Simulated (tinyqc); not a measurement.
One-dimensional ballistic tunnel FET, two-band WKB: two steps of the calculation.

A p-type source for x < 0 with its Fermi level at 0 and its valence edge at ds; in the channel the bands fall as D exp(-x/lam) towards their flat values, with the conduction edge at Ec = ds - dP and D = dP + Eg. The gate moves dP one to one. The drain Fermi level lies at -Vd and the drain side reflects nothing. For w = E - Ec between 0 and dP an electron crosses the gap. Two-band dispersion with equal masses m: inside the gap kappa = sqrt(m u (1 - u/Eg)/C), u the distance from a band edge, C = hbar^2/(2 m0).

Values chosen for this exercise; band and dielectric values close to those of indium arsenide: temperature T = 200 K; band gap Eg = 0.352 eV; band-edge mass of the two-band model m = 0.028 m0; screening length of the source junction lam = 3.7 nm; source valence edge above the source Fermi level ds = 0.14 eV; drain bias Vd = 0.5 V; number of degenerate subbands (spin apart) g = 1; tunnelling window Ev(source) - Ec(channel) dP = 0.25 eV; energy above the channel conduction edge w0 = 0.08 eV; points of the energy grid nE = 13.

Constants: q = 1.602176634e-19 C, kB = 1.380649e-23 J/K, hbar = 1.054571817e-34 J s, h = 6.62607015e-34 J s, m0 = 9.1093837015e-31 kg, Vt = kB T/q, hbar^2/(2 m0) = 0.0380998212 eV nm^2. Results are converted to the units shown.

Task 1. The exponent in closed form. S(w) = 2 lam int_0^Eg kappa(u) du/(w + Eg - u) = 2 pi lam sqrt(m/(C Eg)) [w + Eg/2 - sqrt(w (w + Eg))], T(w) = exp(-S). The common triangular estimate is S = (4/3) lam sqrt(m/C) Eg^1.5/(dP + Eg) for all w.

Give: S(w0); T(w0); triangular S.

Result 1.

S(w0) = 2.355
T(w0) = 0.09493
triangular S = 1.467

Task 2. Current on a coarse grid. I = g (2 q^2/h) int_0^dP T(w) [f(E) - f(E + Vd)] dw, E = ds - dP + w, f(x) = 1/(1 + exp(x/Vt)). Simpson's rule on nE equally spaced points.

Wanted: w; T(w); difference of the f; I.

Result 2.

```
point  w (eV)      T(w)  difference of the f
0      0.0000  0.002707               0.9983
1      0.0208   0.02595               0.9944
2      0.0417   0.04931               0.9814
3      0.0625   0.07391               0.9403
4      0.0833   0.09893               0.8245
5      0.1042    0.1238               0.5838
6      0.1250    0.1483               0.2952
7      0.1458    0.1721               0.1111
8      0.1667    0.1951              0.03599
9      0.1875    0.2173              0.01102
10     0.2083    0.2385             0.003316
11     0.2292    0.2589             9.924e-4
12     0.2500    0.2785             2.965e-4
```

I = 0.6045 uA

Range of the model: Where S is below about 2 the WKB prefactor of 1 is a rough guess.

Computed by the program tinyqc: `OMP_NUM_THREADS=1 python tinyqc.py 2620094 2620095 out.jsonl`, one thread of a shared Intel Xeon 2.30GHz, about 0.01 s for the whole run.
